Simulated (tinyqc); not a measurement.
From results back to parameters: Shockley-Read-Hall recombination through one deep level. Five cases, with inputs chosen for the exercise.

Problem. Deep-level transient spectroscopy: the emission rate is en = gam sigma T^2 exp(-dE/kB T), dE = Ec - Et. Two rates were computed from hidden dE and sigma.

Constants: kB = 8.617333262e-05 eV/K.

Case 1.

Values chosen (out of a larger set: gap and densities of states near those of SiC at this temperature; not measured data): gam = 2.8e+21 1/(cm^2 s K^2) (vth Nc/T^2, which does not depend on T); T1 = 240 K; T2 = 276 K.

en(T1) = 28.3323 1/s
en(T2) = 860.924 1/s

Case 2.

Values chosen (out of a larger set: gap and densities of states near those of Ge at this temperature; not measured data): gam = 1.2e+21 1/(cm^2 s K^2) (vth Nc/T^2, which does not depend on T); T1 = 98 K; T2 = 114 K.

en(T1) = 0.502660 1/s
en(T2) = 19.8532 1/s

Case 3.

Values chosen (out of a larger set: gap and densities of states near those of SiC at this temperature; not measured data): gam = 5.5e+21 1/(cm^2 s K^2) (vth Nc/T^2, which does not depend on T); T1 = 378 K; T2 = 442 K.

en(T1) = 589.072 1/s
en(T2) = 26043.9 1/s

Case 4.

Values chosen (out of a larger set: gap and densities of states near those of Si at this temperature; not measured data): gam = 3.5e+21 1/(cm^2 s K^2) (vth Nc/T^2, which does not depend on T); T1 = 103 K; T2 = 114 K.

en(T1) = 0.154550 1/s
en(T2) = 1.91797 1/s

Case 5.

Values chosen (out of a larger set: gap and densities of states near those of Ge at this temperature; not measured data): gam = 2.6e+21 1/(cm^2 s K^2) (vth Nc/T^2, which does not depend on T); T1 = 177 K; T2 = 197 K.

en(T1) = 2.80532 1/s
en(T2) = 39.9809 1/s

Find: ln(en/T^2) at T1 and T2; dE; sigma.

Solution. ln(en/T^2) against 1/T is a line of slope -dE/kB and intercept ln(gam sigma); plotting ln en alone would overstate dE by about 2 kB T.

Case 1.

ln(en/T^2) at T1 and T2: -7.6173  -4.4828

dE = 0.497 eV
sigma = 4.8e-15 cm^2

Case 2.

ln(en/T^2) at T1 and T2: -9.8578  -6.4840

dE = 0.203 eV
sigma = 1.2e-15 cm^2

Case 3.

ln(en/T^2) at T1 and T2: -5.4912  -2.0151

dE = 0.782 eV
sigma = 2.0e-14 cm^2

Case 4.

ln(en/T^2) at T1 and T2: -11.1367  -8.8211

dE = 0.213 eV
sigma = 1.1e-16 cm^2

Case 5.

ln(en/T^2) at T1 and T2: -9.3208  -6.8780

dE = 0.367 eV
sigma = 9.7e-16 cm^2

Computed by tinyqc, one run a case: `OMP_NUM_THREADS=1 python tinyqc.py N N+1 out.jsonl` with N = 1652277, 1652283, 1652290, 1652346, 1652407; one thread of a shared Intel(R) Xeon(R) Processor @ 2.30GHz, about 0.01 s a run at most.
